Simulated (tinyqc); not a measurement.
Against temperature: two-band model of a narrow-gap semiconductor with electrons and holes. Computed by tinyqc, a small Python program. Command: `OMP_NUM_THREADS=1 python tinyqc.py 3009138 3009139 out.jsonl bipolar walk`. One thread of a shared host (Intel(R) Xeon(R) Processor @ 2.30GHz), about 0.05 s of CPU time with the checks.

Two parabolic bands with acoustic scattering (r = -1/2, a = 0), a gap that does not change with T, and fully ionised dopants. Melting is ignored, so values above the melting point are formal, and kappa_L does not change with T. eta_n = (E_F - E_c)/(k_B T), eta_p = -eta_n - E_g/(k_B T).

Inputs (values chosen for the exercise, for a model material):

| quantity | value | unit |
|---|---|---|
| electron mass m_n | 1.4 | m_0 |
| hole mass m_p | 0.75 | m_0 |
| electron mobility parameter mu_300,n | 1400 | cm^2/(V s) |
| hole mobility parameter mu_300,p | 1200 | cm^2/(V s) |
| temperature exponent p | 1.5 | - |
| band gap E_g | 0.46 | eV |
| net doping N | 4.7e+18 | 1/cm^3 |
| lattice thermal conductivity kappa_L | 0.94 | W/(m K) |

Doping: n-type.

Constants: k_B = 8.617333262e-05 eV/K; m_0 = 9.1093837015e-31 kg; k_B = 1.380649e-23 J/K; hbar = 1.054571817e-34 J s; e = 1.602176634e-19 C.

Method:
- With x = E/(k_B T), a = alpha k_B T (0 for a parabolic band), G = x (1 + a x), D = 1 + 2 a x and <y> = int y f (1 - f) dx, f = 1/(1 + exp(x - eta)): tau = tau_0 G^r/D; transport function s = G^(3/2 + r)/D^2; n = N_0 <G^(3/2)> with N_0 = (2 m k_B T)^(3/2)/(3 pi^2 hbar^3).
- Integrals over x = E/(k_B T) use 160 Gauss-Legendre points in u = sqrt(x) from 0 to sqrt(max(eta, 0) + 32).
- sigma = e mu_0 N_0 <s> with mu_0 = e tau_0/m = mu_300 (T/300 K)^(-p); |S| = (k_B/e)(<x s>/<s> - eta); Lorenz number L = (k_B/e)^2 (<x^2 s>/<s> - (<x s>/<s>)^2); kappa_e = L sigma T; zT = S^2 sigma T/(kappa_L + kappa_e).
- Neutrality: n - p = N, with n = N_0(m_n) <x^(3/2)> at eta_n and p = N_0(m_p) <x^(3/2)> at eta_p.
- Both bands together (these totals replace the one-band zT): sigma = sigma_n + sigma_p; S = (sigma_p |S_p| - sigma_n |S_n|)/sigma; kappa_bip = (sigma_n sigma_p/sigma)(|S_n| + |S_p|)^2 T; kappa_e = (L_n sigma_n + L_p sigma_p) T; zT = S^2 sigma T/(kappa_L + kappa_e + kappa_bip); weak-field R_H = (r_p sigma_p^2/p - r_n sigma_n^2/n)/(e sigma^2), where the Hall factors r_n and r_p are <x^(3/2)> <x^(1/2)>/<s>^2.

The same sample:

| T (K) | n (1/cm^3) | p (1/cm^3) | sigma (S/cm) | S (microvolt/K) | kappa_bip (W/(m K)) | zT | R_H (cm^3/C) |
|---|---|---|---|---|---|---|---|
| 150 | 4.7000e+18 | 5.6433e+03 | 2145.9 | -274.52 | 4.0620e-13 | 1.6889 | -1.5372 |
| 200 | 4.7000e+18 | 1.0169e+08 | 1414.8 | -310.35 | 3.8050e-09 | 1.9882 | -1.5461 |
| 250 | 4.7000e+18 | 4.2201e+10 | 1020.6 | -338.47 | 9.6294e-07 | 2.2047 | -1.5511 |
| 300 | 4.7000e+18 | 2.5932e+12 | 780.3 | -361.60 | 3.9889e-05 | 2.3680 | -1.5542 |
| 350 | 4.7001e+18 | 5.2747e+13 | 621.3 | -381.22 | 5.8586e-04 | 2.4939 | -1.5562 |
| 400 | 4.7005e+18 | 5.3282e+14 | 509.8 | -398.14 | 4.4914e-03 | 2.5856 | -1.5571 |
| 500 | 4.7151e+18 | 1.5074e+16 | 368.0 | -423.11 | 8.1096e-02 | 2.5412 | -1.5423 |
| 600 | 4.8505e+18 | 1.5051e+17 | 295.3 | -418.59 | 5.5714e-01 | 1.7624 | -1.4013 |
| 750 | 6.0824e+18 | 1.3824e+18 | 308.7 | -299.96 | 2.9192e+00 | 0.4954 | -0.7026 |
| 900 | 9.5871e+18 | 4.8871e+18 | 444.2 | -180.11 | 6.2553e+00 | 0.1664 | -0.2326 |
| 1050 | 1.5603e+19 | 1.0903e+19 | 636.1 | -124.82 | 9.7404e+00 | 0.0891 | -0.0913 |
| 1200 | 2.4135e+19 | 1.9435e+19 | 847.7 | -100.04 | 1.3342e+01 | 0.0644 | -0.0454 |

Among the rows where S keeps the majority sign, zT is largest at 400 K and |S| at 500 K. Among these rows sigma is least at 600 K; at higher T thermal pairs outweigh the falling mobility. kappa_bip reaches 13.3 W/(m K) at the last row, 14.2 times kappa_L.

Extremes, crossings and ranges named in words are read from the listed rows.
